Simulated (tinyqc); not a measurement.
Three-band (Emery) model of a CuO2 plane downfolded to one band: one step. H at one k.

Electron picture, d at 0 and the oxygen p orbitals at -D; sx = sin(kx a/2), sy = sin(ky a/2). H = [[0, 2 tpd sx, -2 tpd sy], [., -D, -4 tpp sx sy], [., ., -D]], real and symmetric. The top (antibonding) band crosses the Fermi level.

Parameters, chosen for this exercise (of the size used for cuprate planes; shifted at random, so the results belong to these values and not to a real crystal): D = 2.6 eV (ed - ep); tpd = 1.1 eV (d-p hopping); tpp = 0.72 eV (p-p hopping); k = (0.16, 0.25) pi/a (wave vector).

Task: Fill in the matrix.

Give: sx, sy; H.

Result:

sx, sy: 0.24869  0.38268

H (eV):
```
          d       px       py
d         0   0.5471  -0.8419
px   0.5471  -2.6000  -0.2741
py  -0.8419  -0.2741  -2.6000
```

tinyqc: `OMP_NUM_THREADS=1 python tinyqc.py 1482675 1482676 out.jsonl`; about 0.02 s, one thread, shared Intel(R) Xeon(R) Processor @ 2.30GHz.
